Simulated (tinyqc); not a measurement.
# Vertical double-diffused power MOSFET, components of the on-resistance: what changes with what

Stripe cells of pitch Wp + a, two channels a cell. Current flows through the channels, spreads in the accumulation layer, passes the gap between the p bodies and spreads at 45 degrees into the drift layer below them. Low drain voltage, full ionisation.

Inputs (values chosen for the exercise); bulk values close to those of 4H silicon carbide: temperature T = 300 K; relative permittivity eps_r = 9.68; critical-field constant Kc = 22400 V/cm per (cm^-3)^(1/8); rated breakdown voltage of the drift layer BV = 1700 V; drift mobility at 300 K mud = 786 cm^2/(V s); temperature exponent of the drift mobility bt = 2.3; gate oxide thickness (eps_r 3.9) tox = 32 nm; gate overdrive Vov = 11 V; channel mobility mch = 47 cm^2/(V s); accumulation-layer mobility mac = 75 cm^2/(V s); channel length Lc = 0.8 um; width of the p body in one cell, channels included Wp = 2.6 um; gap between neighbouring p bodies a = 2.6 um; depth of the p body xp = 1.7 um; doping of the gap over the drift doping Nj = 3; built-in voltage of the body junction Vbi = 2.95 V; substrate and contact resistance Rs = 0.24 mohm cm^2.

Constants: q = 1.602176634e-19 C, eps0 = 8.8541878128e-14 F/cm where lengths are in cm. Results are converted to the units shown.

Each table varies one quantity; the others keep the values above.

## On-resistance against the rated breakdown voltage of the drift layer

Triangular field at breakdown with Ec = Kc N^(1/8): BV = eps0 eps_r Ec^2/(2 q N), so N = (eps0 eps_r Kc^2/(2 q BV))^(4/3); W = 2 BV/Ec; mu = mud (T/300 K)^(-bt); rho = 1/(q mu N); ideal resistance rho W. Pitch p = Wp + a, Cox = 3.9 eps0/tox; zero-bias depletion in the gap w0 = sqrt(2 eps0 eps_r Vbi/(q N Nj)), open gap g = a - 2 w0; R_ch = Lc p/(2 mch Cox Vov); R_acc = 0.6 a p/(4 mac Cox Vov), 0.6 being an empirical factor for current leaving the layer along its length; R_gap = (rho/Nj) xp p/g; spreading depth t = min(W, (p - g)/2); R_drift = (rho p/2) ln((g + 2 t)/g) + rho (W - t); R_on = the sum with Rs.

The same in every row: R_ch (mohm cm^2) = 0.37283; R_acc (mohm cm^2) = 0.22780.

On-resistance against the rated breakdown voltage of the drift layer:

| BV (V) | R_gap (mohm cm^2) | R_drift (mohm cm^2) | R_on (mohm cm^2) | ideal (mohm cm^2) | largest term |
|---|---|---|---|---|---|
| 300 | 0.013445 | 0.029302 | 0.88337 | 0.022479 | channel |
| 490 | 0.026915 | 0.090961 | 0.95850 | 0.076642 | channel |
| 800 | 0.054839 | 0.29203 | 1.1875 | 0.26104 | channel |
| 1300 | 0.11413 | 0.94816 | 1.9029 | 0.87869 | drift |
| 2100 | 0.24632 | 3.0774 | 4.1643 | 2.9143 | drift |
| 3500 | 0.61268 | 10.893 | 12.346 | 10.451 | drift |
| 5600 | 1.7110 | 35.104 | 37.655 | 33.841 | drift |
| 9200 | 11.762 | 122.58 | 135.18 | 117.07 | drift |

Read the table: what changes, and by how much?

R_on rises from 0.883 to 135 mohm cm^2. The channel term is the largest at BV = 300, the drift term from 1300 on. R_on is 39.3 times the ideal drift resistance in the first row and 1.15 times in the last. The ideal resistance goes as BV^(2.50), and R_on as BV^(2.57) between the last two rows.

## On-resistance against the width of the p body in one cell

Same model as above.

The same in every row: ideal (mohm cm^2) = 1.718.

Results:

| Wp (um) | R_ch (mohm cm^2) | R_acc (mohm cm^2) | R_gap (mohm cm^2) | R_drift (mohm cm^2) | R_on (mohm cm^2) | largest term |
|---|---|---|---|---|---|---|
| 2.2 | 0.3441 | 0.2103 | 0.1608 | 1.808 | 2.763 | drift |
| 2.9 | 0.3943 | 0.2409 | 0.1843 | 1.847 | 2.906 | drift |
| 3.7 | 0.4517 | 0.2760 | 0.2111 | 1.897 | 3.076 | drift |
| 4.9 | 0.5377 | 0.3286 | 0.2513 | 1.984 | 3.341 | drift |
| 6.3 | 0.6381 | 0.3899 | 0.2982 | 2.097 | 3.664 | drift |
| 11 | 0.9751 | 0.5958 | 0.4557 | 2.559 | 4.825 | drift |
| 14 | 1.190 | 0.7272 | 0.5562 | 2.902 | 5.615 | drift |

Estimate the missing row, Wp = 8.3 um.

Computed row:

| Wp (um) | R_ch (mohm cm^2) | R_acc (mohm cm^2) | R_gap (mohm cm^2) | R_drift (mohm cm^2) | R_on (mohm cm^2) | largest term |
|---|---|---|---|---|---|---|
| 8.3 | 0.7815 | 0.4775 | 0.3652 | 2.280 | 4.145 | drift |

With this row back in the table: R_on rises from 2.76 to 5.62 mohm cm^2. The drift term is the largest at Wp = 2.2 and in all other rows. R_on is 1.61 times the ideal drift resistance in the first row and 3.27 times in the last.

tinyqc, about 0.01 s, one thread, Intel Xeon 2.30GHz (shared host): `OMP_NUM_THREADS=1 python tinyqc.py 2230129 2230130 out.jsonl`
